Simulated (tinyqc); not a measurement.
CMOS inverter, nodal equation and switching: two steps of the calculation.

An n-channel pull-down (bn, VTn) and a p-channel pull-up (bp, VTp) share the input Vin and the output node Vout, which carries the load C. Transistor (EKV form, voltages against the body): I = 2 n b Vt^2 [F(vp - Vs) - F(vp - Vd)] from drain to source, F(v) = ln^2(1 + exp(v/(2 Vt))), vp = (Vg - VT + sg |Vd - Vs|)/n. n-channel bodies are at 0; for the p-channel device all voltages are counted down from Vdd. b in uA/V^2 gives I in uA. Static: In = Ip. Transient: C dVout/dt = Ip - In. No velocity saturation, no gate capacitance beyond C.

Parameters, values chosen for the exercise:
- T = 300 K (temperature)
- Vdd = 0.7 V (supply voltage)
- n = 1.15 (slope factor)
- sg = 0.023 (drain-induced barrier lowering)
- VTn = 0.33 V (n-channel threshold)
- VTp = 0.25 V (p-channel threshold (magnitude))
- bn = 720 uA/V^2 (gain factor of the pull-down transistor)
- bp = 720 uA/V^2 (gain factor of the pull-up transistor)
- C = 0.31 fF (load capacitance)
- Vin = 0.42 V (input voltage)

Constants: q = 1.602176634e-19 C, kB = 1.380649e-23 J/K, Vt = kB T/q. Results are converted to the units shown.

Problem 1. Output voltage by Newton steps. f = In - Ip at (Vin, Vout); G = df/dVout by a central difference with +/- 1e-6 V; Vout(new) = Vout - f/G.

Vout after iteration 1 = -0.92535741 V

Give: In; Ip; G; Vout after iteration 2.

Solution 1.

In = -428.03 uA
Ip = 2.2078 uA
G = 862.67 uS
Vout after iteration 2 = -0.42663 V

The value that enters this step is an overshoot, farther from the solution than the start was, so its intermediate quantities are not physical.

Problem 2. Delays and energy. For a step input the delay to Vdd/2 is tHL = C times the integral of dV/(In - Ip) from Vdd/2 to Vdd at Vin = Vdd, and tLH likewise with Ip - In from 0 to Vdd/2 at Vin = 0. Energy drawn for one full cycle of the output: C Vdd^2. Leakage power: Vdd times the mean of the supply currents at Vin = 0 and Vdd.

Find: tHL; tLH; energy; leakage power.

Solution 2.

tHL = 2.3747 ps
tLH = 1.6283 ps
energy = 0.15190 fJ
leakage power = 0.15551 nW

Program tinyqc, `OMP_NUM_THREADS=1 python tinyqc.py 2340026 2340027 out.jsonl`; Intel Xeon 2.30GHz, shared host, one thread, about 0.04 s.
